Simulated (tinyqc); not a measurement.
Elastic strain and critical thickness of a cubic alloy layer A(1-x)B(x) on a thick substrate: one step, computed by the program tinyqc. Command: `OMP_NUM_THREADS=1 python tinyqc.py 3018790 3018791 out.jsonl misfit walk`. One thread of a shared host (Intel(R) Xeon(R) Processor @ 2.30GHz), about 0.01 s of CPU time with the checks.

Strain is positive in tension. The layer is coherent with the substrate unless said otherwise.

Question. Alloy by Vegard's rule, and misfit. a = (1 - x) a_A + x a_B, the same rule for each C_ij; misfit f = (a_S - a)/a, the in-plane strain of the coherent layer.

Inputs (values chosen for the exercise, modelled on In(1-x)Ga(x)P on GaAs):

| quantity | value | unit |
|---|---|---|
| fraction x of B | 0.32 | - |
| lattice constant a_A | 5.869 | angstrom |
| lattice constant a_B | 5.451 | angstrom |
| substrate lattice constant a_S | 5.653 | angstrom |

C11, C12, C44 of A (GPa): 99.51  55.66  44.7

C11, C12, C44 of B (GPa): 143.1  62.65  69.51

Give: free lattice constant a; elastic constants; misfit f.

Answer.

free lattice constant a = 5.73524 angstrom

elastic constants (GPa): C11 113.4588, C12 57.8968, C44 52.6392

misfit f = -0.014339

The layer is compressed in the plane by 1.43 %.
